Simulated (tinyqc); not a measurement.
Static constant against the gap: interband optics of a two-band s-p chain from momentum matrix elements.

H(k) = [[Es - 2 ts cos ka, 2i V sin ka], [-2i V sin ka, Ep_ + 2 tp cos ka]] in the basis s, p; the lower band is full, with two electrons a cell. The velocity operator times hbar is W = dH/dk (eV angstrom); intra-atomic dipoles are left out.

With w(k) = |<c|W|v>|^2 and D(k) = Ec - Ev, on the mesh k_j = (j + 1/2)/N (2 pi/a): eps(E) = 1 + (8 pi e2/(a Ar)) mean_j (w/D^2) [1/(D - E - i eta) + 1/(D + E + i eta)], e2 = e^2/(4 pi eps0); light polarised along the chains, no local fields.

Constants: e^2/(4 pi eps0) = 14.39964547 eV angstrom; hbar^2/2m0 = 3.80998211 eV angstrom^2.

Values chosen for the exercise:
```
symbol  value  unit        meaning
a       4.41   angstrom    period
Ep_     -2.5   eV          lower orbital (p)
ts      0.43   eV          s-s hopping
tp      0.52   eV          p-p hopping
V       1.38   eV          s-p hopping
Ar      8.5    angstrom^2  cross-section per chain
```

Es takes the values listed; mesh of 400 points; the Penn-type estimate is 1 + 8 pi c e2 n_eff/(a Ar Dm^2) with Dm the f-weighted mean of D, f = w/(c D), n_eff = 2 mean(f), c = hbar^2/2m0.

Results:
```
Es (eV)  smallest D (eV)  Dm (eV)  n_eff  eps(0)  estimate
2.10               2.700    4.987  6.222  15.875    10.203
2.40               3.000    5.280  5.998  13.007     8.915
3.40               4.000    6.253  5.335   7.612     6.019
4.40               5.000    7.226  4.782   5.096     4.369
5.40               6.000    8.200  4.319   3.733     3.362
7.40               8.000   10.156  3.597   2.403     2.283
```

Give the missing row, Es (eV) = 2.90.

Computed row:
```
Es (eV)  smallest D (eV)  Dm (eV)  n_eff  eps(0)  estimate
2.90               3.500    5.767  5.652   9.743     7.251
```

eps(0) - 1 falls from 14.875 to 1.403, as Dm^-3.32; a fixed n_eff would give the power -2, and n_eff goes from 6.222 to 3.597. The single-gap estimate is low by 38.1 % of eps(0) - 1 in the first row and 8.6 % in the last, since 1/D^2 favours the smallest separations. n_eff need not equal the 2 electrons of the cell: a two-orbital basis with chosen hoppings does not obey the free-electron sum rule.

Run: tinyqc, `OMP_NUM_THREADS=1 python tinyqc.py 1652564 1652565 out.jsonl`; Intel(R) Xeon(R) Processor @ 2.30GHz, one thread, shared host; about 0.01 s of CPU time with all checks.
